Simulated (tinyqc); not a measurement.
# Space-charge-limited current through a thin insulating or semi-insulating film with traps, step by step

A worked calculation. Computed by tinyqc, a small Python program that keeps every step. Command: `OMP_NUM_THREADS=1 python tinyqc.py 3031997 3031998 out.jsonl sclc walk`. One thread of a shared host (Intel(R) Xeon(R) Processor @ 2.30GHz), about 0.01 s of CPU time with the checks. Intermediate numbers are printed to about 5 digits and carried at full precision; extremes and crossings named in words are read from the listed rows.

One ohmic injecting contact at x = 0 (field zero), drift only, non-degenerate free carriers.

Inputs (values chosen for the exercise, modelled on semi-insulating GaAs): permittivity eps = 12.9; band mobility mu = 4900 cm^2/(V s); effective density of states N_c = 4.6e+17 1/cm^3; trap density N_t = 1.2e+17 1/cm^3; equilibrium Fermi level below the band edge, E_0 = 0.79 eV; thickness d = 160 nm; free density at the anode, in units of N_c = 3.7e-08; temperature T = 300 K; trap level E_t below the band edge = 0.43 eV.

Traps: single level.

Constants: k_B = 8.617333262e-05 eV/K; e = 1.602176634e-19 C; eps_0 = 8.8541878128e-12 F/m.

## Equilibrium and landmark voltages

Free density n_0 = N_c exp(-E_0/k_B T) in equilibrium; trapped density n_t(n) = N_t/(1 + n_1/n), n_1 = N_c exp(-E_t/k_B T). theta = n/(n + n_t) at the anode density; trap-filled-limit voltage V_TFL = e (N_t - n_t(n_0)) d^2/(2 eps eps_0).

n_0 = 24623 1/cm^3

n_t(n_0) = 1.0751e+11 1/cm^3

theta = 3.7086e-07

V_TFL = 2.1546 V

## One point of the curve

J = e mu n F and (eps eps_0/e) dF/dx = n - n_0 + n_t(n) - n_t(n_0) = rho(n). With F = J/(e mu n): d = (eps eps_0 J/(e^2 mu)) I_1 and V = (eps eps_0 J^2/(e^3 mu^2)) I_2, I_k = int_(n_L)^infinity dn/(n^(k+1) rho(n)), n_L the density at the anode; with u = n_L/n, 200 Gauss-Legendre points in t, u = 1 - (1 - t)^2. Anode field J/(e mu n_L); Mott-Gurney current (9/8) eps eps_0 mu V^2/d^3; ohmic current e n_0 mu V/d.

I_1 = 8.8494e-28 cm^6

I_2 = 2.9868e-38 cm^9

current density J = 1.9911 A/cm^2

voltage V = 1.3696 V

anode field over mean field V/d = 1.7408

trap-free Mott-Gurney current = 2.8835e+06 A/cm^2

ohmic current = 1.6547e-06 A/cm^2

J is 6.91e-7 times the trap-free law and 1.20e6 times the ohmic current; theta is 3.71e-7. The field ratio is 1 for ohmic flow, 3/2 for the square law and 2 for a uniform fixed charge; here 1.74. Caution: mu V/d exceeds 1e7 cm/s, so velocity saturation would limit the current.

## The whole curve

The last column is d ln J/d ln V up to the next row.

Current against voltage:
```
n_L (1/cm^3)       V (V)  J (A/cm^2)   slope
2.60e+04      1.5022e-06  2.3425e-12    1.73
3.40e+05      6.8047e-05  1.6922e-09    1.99
4.40e+06      9.1646e-04  2.9667e-07    2.00
5.70e+07      1.1852e-02  4.9769e-05    2.03
7.40e+08      1.4492e-01  7.9948e-03    2.34
9.60e+09      1.0600e+00  8.3481e-01    5.21
1.20e+11      1.9994e+00  2.2766e+01   38.84
1.60e+12      2.1428e+00  3.3546e+02  335.34
2.10e+13      2.1594e+00  4.4440e+03  122.75
2.70e+14      2.2050e+00  5.7879e+04   18.63
3.50e+15      2.5431e+00  8.2586e+05    4.52
4.60e+16      5.0960e+00  1.9144e+07       -
```

The slope starts at 1.73, peaks at 335.3 between 2.14 and 2.16 V and ends at 4.52. Rows below 0.26 V (10 k_B T/e) are formal, since diffusion from the contact rules there. Self-heating is left out, although J V exceeds 1e5 W/cm^2 at the last row. The last rows ignore velocity saturation (mu V/d above 1e7 cm/s). The steep part is the filling of the level near V_TFL = 2.15 V, from which N_t can be read; below it a slope near 2, where the rows show one, belongs to the square law scaled by theta.

Checks made by the program: trap-free limit against the Mott-Gurney law (relative difference 5e-08).
